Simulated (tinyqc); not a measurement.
What each parameter does: pair of shallow donors (hydrogen-like orbitals).

Each donor has the orbital exp(-r/a); energy unit Ha* = q/(eps a), q = e^2/(4 pi eps0), so that a lone donor is bound by Ha*/2; x = R/a. One electron: S = (1 + x + x^2/3) exp(-x), j = 1/x - (1 + 1/x) exp(-2x), k = (1 + x) exp(-x); levels E(+/-) = -1/2 - (j +/- k)/(1 +/- S) in Ha*, without the repulsion of the ions, split by D = |E(-) - E(+)|. In six valleys the overlaps S and k are multiplied by v = [cos(K Rx) + cos(K Ry) + cos(K Rz)]/3, K = k0 (2 pi/a_lat), for isotropic envelopes and the symmetric valley state.

Two electrons, Heitler-London: with S' = (1 - x + x^2/3) exp(x), C = 1/x - exp(-2x)(1/x + 11/8 + 3x/4 + x^2/6), X = (1/5){exp(-2x)(25/8 - 23x/4 - 3x^2 - x^3/3) + (6/x)[S^2 (0.5772157 + ln x) + S'^2 Ei(-4x) - 2 S S' Ei(-2x)]}, Q = C - 2j + 1/x and A = X - 2 S k + S^2/x, the singlet and triplet lie at (Q +/- w A)/(1 +/- w S^2) from two lone donors, with the valley weight w = v^2; the exchange is J = triplet - singlet.

Constants: e^2/(4 pi eps0) = 14.39964547 eV angstrom.

Inputs chosen for the exercise (near those of two donors in Si; shifted at random, so the results belong to these values and not to a real crystal):
```
symbol  value          unit        meaning
a       16.9           angstrom    orbital radius
eps     11.1                       dielectric constant
n       (9.5, 9.5, 0)  a_lat       separation vector
a_lat   5.431          angstrom    lattice constant
k0      0.844          2 pi/a_lat  valley position
```

x, D = |E(-) - E(+)| and J.

One parameter was then changed.

Results before and after:
```
case         x  D (meV)  J (micro-eV)
base     4.317    5.529           958
changed  4.317    5.031           872
```

Which of these changes was made? (a) n = (10.5, 9.5, 0) a_lat; (b) eps = 12.2; (c) a = 15.2 angstrom; (d) k0 = 0.824 2 pi/a_lat.

Answer: (b) eps = 12.2. Of the candidates, run in turn, only this one gives the changed row.

All candidates:
```
case                          x  D (meV)  J (micro-eV)
base                      4.317    5.529           958
a = 15.2 angstrom         4.800    4.237           513
eps = 12.2                4.317    5.031           872
k0 = 0.824 2 pi/a_lat     4.317    3.544           405
n = (10.5, 9.5, 0) a_lat  4.550    4.074           528
```

Program tinyqc; command `OMP_NUM_THREADS=1 python tinyqc.py 1250584 1250585 out.jsonl`; about 0.01 s on one thread of a shared Intel(R) Xeon(R) Processor @ 2.30GHz.
